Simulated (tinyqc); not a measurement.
Capacitance of parallel on-chip lines from Laplace's equation on a mesh: course of the relaxation.

Cross-section of an endless row of equal lines between two grounded planes; neighbours are driven in antiphase (+1 V and -1 V), so the plane midway between two lines is at 0 V. By symmetry one quarter is solved: x runs from the centre of a line (column 0, mirror) to that midplane (column 4, 0 V), y from the mid-height of the line (row 0, mirror) to the ground plane (row 4, 0 V). The line fills columns 0 to 1 and rows 0 to 2 at 1 V. Cells beside the line (below row 2) have e2, cells above have e1. Each link between nodes has the conductance g = mean permittivity of the two cells beside it (a cell beyond a mirror counts as 0), and the free nodes obey sum g (V_neighbour - V) = 0.

gx[j, i] joins node (row j, column i) to column i + 1, gy[j, i] to row j + 1.

One sweep visits the free nodes row by row from row 0, left to right, and replaces V by V + om (weighted mean of the neighbours - V), using new values at once.

Stop when no node changes by 1e-7 V. C = 4 eps0 sum g (difference of V along the link)^2, in aF/um.

Inputs (values chosen for the exercise): relative permittivity above and below the lines e1 = 4.2; relative permittivity between the lines e2 = 3.9; over-relaxation factor om = 1.2.

V at the start (V):

|  | col 0 | col 1 | col 2 | col 3 | col 4 |
|---|---|---|---|---|---|
| row 0 | 1 | 1 | 0 | 0 | 0 |
| row 1 | 1 | 1 | 0 | 0 | 0 |
| row 2 | 1 | 1 | 0 | 0 | 0 |
| row 3 | 0 | 0 | 0 | 0 | 0 |
| row 4 | 0 | 0 | 0 | 0 | 0 |

Course of the iteration:

| sweep | C (aF/um) | largest change (V) |
|---|---|---|
| 1 | 309.347 | 0.413 |
| 2 | 275.304 | 0.201 |
| 3 | 271.441 | 0.0880 |
| 4 | 271.070 | 0.0334 |
| 5 | 271.056 | 8.29e-3 |
| 6 | 271.056 | 2.20e-4 |
| 7 | 271.056 | 3.51e-5 |
| 8 | 271.056 | 2.43e-5 |
| 9 | 271.056 | 6.74e-6 |
| 10 | 271.056 | 2.80e-6 |
| 11 | 271.056 | 2.28e-7 |
| 12 | 271.056 | 8.86e-9 |

Did this iteration meet its convergence test, and what does its course show?

Yes. Converged in 12 sweeps. Over the last four sweeps the change shrinks by about 0.14 a sweep. C comes down from above, since the solution minimises the energy.

Numbers from tinyqc (`OMP_NUM_THREADS=1 python tinyqc.py 2790124 2790125 out.jsonl`; about 1 s on one thread of a shared Intel Xeon 2.30GHz).
